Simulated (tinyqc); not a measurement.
Double-gate transistor below threshold, two-dimensional Poisson equation on a small mesh: effect of the acceptor density of the depleted body.

Half of a symmetric double-gate structure: row 0 is the mid-plane of the body, where the normal field vanishes. Mobile charge is neglected (subthreshold), the body is fully depleted, and potentials are counted from the intrinsic level; rows run upward to the gate, columns from source to drain.

Mesh: rows i = 0..12 in the semiconductor (step hs = tb/12, row 12 on the interface), then 8 step(s) ho = tox/8 up to the gate row 20; columns j = 0..80 (step hy = L/80). Box integration, divided by eps0: up_i = eps hy/h of the interval above row i, dn_i = that of the interval below (0 for row 0), lat_i = (sum of eps h/2 over the intervals above and below)/hy, s_i = -q Na w_i hy/eps0 with w_i the semiconductor height of the box (hs/2 for row 0 and the interface row, hs between, 0 in the insulator). Each free node obeys (up + dn + 2 lat) psi = up psi(above) + dn psi(below) + lat [psi(left) + psi(right)] + s. Fixed values: gate row Vg - Vfb; column 0 at Vbi and the last column at Vbi + Vd in the semiconductor, each running linearly to Vg - Vfb across the insulator. The system is solved directly. On row 0 the minimum of psi and its place come from a parabola through the three lowest nodes; barrier = Vbi - minimum, swing = Vt ln 10/(d psi/dVg), DIBL = (d psi/dVd)/(d psi/dVg) there. Lambda = pi/k with k the smallest positive root of tan(k tox) tan(k tb) = eox/eps_r.

Parameters, values chosen for the exercise; semiconductor permittivity made up: temperature T = 250 K; relative permittivity of the semiconductor eps_r = 12; relative permittivity of the insulator eox = 3.9; half the body thickness tb = 6 nm; insulator thickness tox = 1.2 nm; channel length L = 45 nm; potential of the source Vbi = 0.51 V; gate offset Vfb = -0.06 V; gate voltage Vg = 0.05 V; drain voltage Vd = 0.7 V.

Constants: q = 1.602176634e-19 C, kB = 1.380649e-23 J/K, Vt = kB T/q, eps0 = 8.8541878128e-14 F/cm where lengths are in cm. Results are converted to the units shown.

Effect of the acceptor density of the depleted body:
```
Na (cm^-3),L/Lambda,barrier (V),place y/L,swing (mV/decade),DIBL (mV/V)
0,2.409,0.3648,0.4330,52.77,16.99
5e17,2.409,0.3935,0.4357,52.74,17.33
1e18,2.409,0.4222,0.4381,52.71,17.64
2e18,2.409,0.4797,0.4425,52.67,18.21
3e18,2.409,0.5372,0.4462,52.63,18.72
5e18,2.409,0.6523,0.4523,52.58,19.59
```

Read the table: what changes, and by how much?

As Na goes from 0 to 5e18 cm^-3, the barrier rises from 0.365 to 0.652 V, the swing stays near 52.7 mV a decade and DIBL rises from 17.0 to 19.6 mV/V; the ideal swing is 49.6. The barrier top moves from y/L = 0.433 to 0.452, towards the middle.

Computed by the program tinyqc: `OMP_NUM_THREADS=1 python tinyqc.py 2480090 2480091 out.jsonl`, one thread of a shared Intel Xeon 2.30GHz, about 0.1 s for the whole run.
